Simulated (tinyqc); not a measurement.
Inside a calculation. Model: capacitance measurement on a leaky thin oxide: effects of series resistance and leakage.

Computed by the program tinyqc: `OMP_NUM_THREADS=1 python tinyqc.py 2022064 2022065 out.jsonl`, one thread of a shared Intel Xeon 2.30GHz, about 0.01 s for the whole run. Printed values are rounded.

The device is a capacitance C in parallel with a leakage conductance G, in series with Rs and Ls. An impedance meter reports either a parallel pair (Cp, Gp) from Y = 1/Z = Gp + i w Cp or a series pair (Cs, Rm) from Z = Rm + 1/(i w Cs); w = 2 pi f, dissipation D = Gp/(w |Cp|).

Parameters, values chosen for the exercise; values of the order met in thin-oxide MOS capacitors: relative permittivity of the gate insulator (close to silicon dioxide) eox = 3.9; insulator thickness tox = 1 nm; gate area A = 2500 um^2; oxide-equivalent thickness added by the accumulation layer zc = 0.34 nm; oxide-equivalent thickness added by gate depletion zp = 0.34 nm; gate leakage current density, not matched to the thickness Jg = 0.01 A/cm^2; voltage for an e-fold rise of the leakage Vs = 0.44 V; series resistance Rs = 52 ohm; series inductance Ls = 190 nH; measuring frequency f = 50000 Hz.

Constants: eps0 = 8.8541878128e-14 F/cm where lengths are in cm. Results are converted to the units shown.

## True capacitance and conductance

EOT = 3.9 tox/eox; CET = EOT + zc + zp; C = 3.9 eps0 A/CET; G = Jg A/Vs.

EOT = 1 nm
CET = 1.68 nm
C = 51.3859 pF
G = 0.568182 uS

## What the meter reports

Z = Rs + i w Ls + 1/(G + i w C).

Z = (0.22295-6.18683i) x 1e4 ohm
Cp = 51.3829 pF
Gp = 0.581717 uS
Cs = 51.4496 pF
D = 0.0360365

Cp is within 0.01 % of C and Cs is 0.12 % above it; G Rs = 2.95e-5, w C Rs = 8.39e-4 and G/(w C) = 0.0352.
